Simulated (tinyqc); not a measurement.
What moves the results: six-band Luttinger-Kohn model with strain. A value that a table varies takes the place of the one given here.

Six-band Luttinger-Kohn model in the basis |3/2,3/2>, |3/2,1/2>, |3/2,-1/2>, |3/2,-3/2>, |1/2,1/2>, |1/2,-1/2>, electron energies, zero at the top of the unstrained valence band. H = -[rows: (P+Q, -S, R, 0, -S/r2, r2 R); (-S*, P-Q, 0, R, -r2 Q, r32 S); (R*, 0, P-Q, S, r32 S*, r2 Q); (0, R*, S*, P+Q, -r2 R*, -S*/r2); (-S*/r2, -r2 Q, r32 S, -r2 R, P+Dso, 0); (r2 R*, r32 S*, r2 Q, -S/r2, 0, P+Dso)], r2 = sqrt(2), r32 = sqrt(3/2). Levels are twofold.

P = c g1 k^2 - av tr(e); Q = c g2 (kx^2 + ky^2 - 2 kz^2) - (b/2)(exx + eyy - 2 ezz); R = c sqrt3 [-g2 (kx^2 - ky^2) + 2i g3 kx ky] + (sqrt3/2) b (exx - eyy) - i d exy; S = 2 c sqrt3 g3 (kx - i ky) kz - d (exz - i eyz); c = hbar^2/2m0, e the strain tensor (not engineering shear).

s11 = (C11 + C12)/((C11 - C12)(C11 + 2 C12)), s12 = -C12/((C11 - C12)(C11 + 2 C12)), s44 = 1/C44; exx = s11 sxx + s12 (syy + szz) and cyclic, exy = s44 sxy/2; tension is positive. A uniaxial stress X along the unit vector n is s_ij = X n_i n_j.

Constants: hbar^2/2m0 = 3.80998211 eV angstrom^2.

Inputs chosen for the exercise (near those of Si; shifted at random, so the results belong to these values and not to a real crystal):

| symbol | value | unit | meaning |
|---|---|---|---|
| Dso | 0.045 | eV | spin-orbit splitting |
| g1 | 4.28 |  | Luttinger gamma1 |
| g2 | 0.34 |  | gamma2 |
| g3 | 1.45 |  | gamma3 |
| av | 2.41 | eV | valence hydrostatic potential |
| b | -2.11 | eV | tetragonal shear potential |
| d | -4.77 | eV | trigonal shear potential |
| C11 | 164.1 | GPa |  |
| C12 | 63.3 | GPa |  |
| C44 | 80.6 | GPa |  |
| load | uniaxial [110] |  | kind of stress |
| X1 | 1.1 | GPa | size of the stress |
| E_h | 25 | meV | hole energy below the top |
| X | -1.44 | GPa | stress |

## Sweep of a uniaxial [110] stress

Edges at k = 0 and curvature masses of the top pair along [110] and [001] (step 0.0002 1/angstrom); at zero stress the top is fourfold and has no single curvature.

Edges and masses:

| X (GPa) | top (eV) | second (eV) | third (eV) | splitting (meV) | m [110] | m [001] |
|---|---|---|---|---|---|---|
| -3.00 | 0.0709 | -0.0769 | -0.1136 | 147.8 | 0.113 | 0.277 |
| -2.00 | 0.0442 | -0.0517 | -0.0872 | 95.9 | 0.114 | 0.276 |
| -1.00 | 0.0188 | -0.0261 | -0.0625 | 44.9 | 0.119 | 0.273 |
| 0.00 | 0.0000 | 0.0000 | -0.0450 | 0.0 | - | - |
| 1.00 | 0.0267 | 0.0053 | -0.0521 | 21.4 | 0.427 | 0.206 |
| 2.00 | 0.0539 | 0.0261 | -0.0752 | 27.8 | 0.383 | 0.199 |
| 3.00 | 0.0815 | 0.0495 | -0.1014 | 32.0 | 0.354 | 0.194 |

The splitting reaches 147.8 meV under compression and 32.0 meV under the same tension; linear shear terms alone would make the two equal, and the difference comes from the coupling to the split-off band. At the ends of the sweep the top pair has a mass along [110] of 0.113 under compression and 0.354 under tension, so compression gives the lighter holes along [110]; along [001] it has 0.277 and 0.194. The top edge itself moves by +71 and +82 meV.

## Which stress helps holes along [110]

Each load has size X1 (biaxial: sxx = syy); masses are curvatures of the top pair at k = 0.

Results:

| load | splitting (meV) | top edge (meV) | m [110] | m [001] |
|---|---|---|---|---|
| uniaxial [110], compression | 49.9 | 21.2 | 0.118 | 0.273 |
| uniaxial [110], tension | 22.3 | 29.4 | 0.422 | 0.205 |
| uniaxial [100], compression | 59.1 | 27.0 | 0.218 | 0.274 |
| uniaxial [100], tension | 22.7 | 32.1 | 0.243 | 0.216 |
| uniaxial [111], compression | 47.2 | 19.3 | 0.145 | 0.234 |
| uniaxial [111], tension | 21.1 | 27.9 | 0.353 | 0.234 |
| biaxial (001), compression | 22.7 | 4.8 | 0.216 | 0.278 |
| biaxial (001), tension | 59.1 | 54.3 | 0.274 | 0.181 |

The lightest mass along [110] (0.118) comes with uniaxial [110], compression. The largest splitting (59.1 meV) comes with uniaxial [100], compression; biaxial (001), tension. The heaviest mass along [001] (0.278), which lowers the confinement energy in a (001) channel, comes with biaxial (001), compression. The splitting per GPa follows b (s11 - s12) for loads along cube axes and d s44 for [111]: here 2 |b| (s11 - s12) = 41.9 and |d| s44/sqrt3 = 34.2 meV per GPa in the limit of large Dso; where the splitting nears Dso, mixing with the split-off band makes it depend on the sign of the load.

## Warping of the constant-energy contours (six-band Luttinger-Kohn model)

No strain (e = 0). In the plane kz = 0, |k| where the top and second pairs lie E_h below the top, against the angle from [100]; m = c k^2/E_h.

Contours:

| angle (degrees) | k top (1/angstrom) | k second (1/angstrom) | m top (m0) | m second (m0) |
|---|---|---|---|---|
| 0 | 0.0427 | 0.0368 | 0.278 | 0.206 |
| 9 | 0.0450 | 0.0360 | 0.309 | 0.197 |
| 18 | 0.0513 | 0.0348 | 0.401 | 0.185 |
| 27 | 0.0631 | 0.0340 | 0.607 | 0.176 |
| 36 | 0.0856 | 0.0335 | 1.118 | 0.171 |
| 45 | 0.1079 | 0.0333 | 1.774 | 0.169 |

The heavy contour reaches 2.527 times as far along [110] as along [100], the light one 0.905 times. The warping follows g3 - g2 = 1.11 and would vanish for g2 = g3. Along [100] the heavy mass is 1/(g1 - 2 g2) = 0.278 at any energy, while the light one is 0.2063, against 1/(g1 + 2 g2) = 0.2016 at the edge, for E_h/Dso = 0.56.

## What each parameter does

Edges at k = 0 under a uniaxial [110] stress X and the curvature mass of the top pair along [110] (step 0.0002 1/angstrom). Each row changes one parameter from the base and keeps the others.

Results:

| case | top (eV) | second (eV) | third (eV) | mass (m0) |
|---|---|---|---|---|
| base | 0.0297 | -0.0375 | -0.0730 | 0.116 |
| g2 = 0.272 | 0.0297 | -0.0375 | -0.0730 | 0.117 |
| C11 = 196.92 GPa | 0.0274 | -0.0348 | -0.0698 | 0.116 |
| g3 = 1.74 | 0.0297 | -0.0375 | -0.0730 | 0.106 |
| b = -2.532 eV | 0.0325 | -0.0375 | -0.0758 | 0.116 |
| C12 = 50.64 GPa | 0.0269 | -0.0382 | -0.0730 | 0.116 |
| X = -1.152 GPa | 0.0225 | -0.0301 | -0.0661 | 0.117 |
| d = -3.816 eV | 0.0229 | -0.0327 | -0.0710 | 0.117 |

The largest shifts from the base row, up to three for each result and ties (the steps differ in size, so this ranks the rows, not the parameters). top (eV): X -0.0072, d -0.0068, b +0.0029; unchanged at the printed digits by g2 and g3. second (eV): X +0.0074, d +0.0048, C11 +0.0027; unchanged at the printed digits by g2, g3 and b. third (eV): X +0.0069, C11 +0.0032, b -0.0028; unchanged at the printed digits by g2, g3 and C12. mass (m0): g3 -0.010, X +0.002, d +0.001, g2 +0.001; unchanged at the printed digits by C11, b and C12. The Luttinger parameters multiply k^2 and cannot move the edges; av shifts all edges alike and leaves the mass.

Program tinyqc; command `OMP_NUM_THREADS=1 python tinyqc.py 1080167 1080168 out.jsonl`; about 0.04 s on one thread of a shared Intel(R) Xeon(R) Processor @ 2.30GHz.
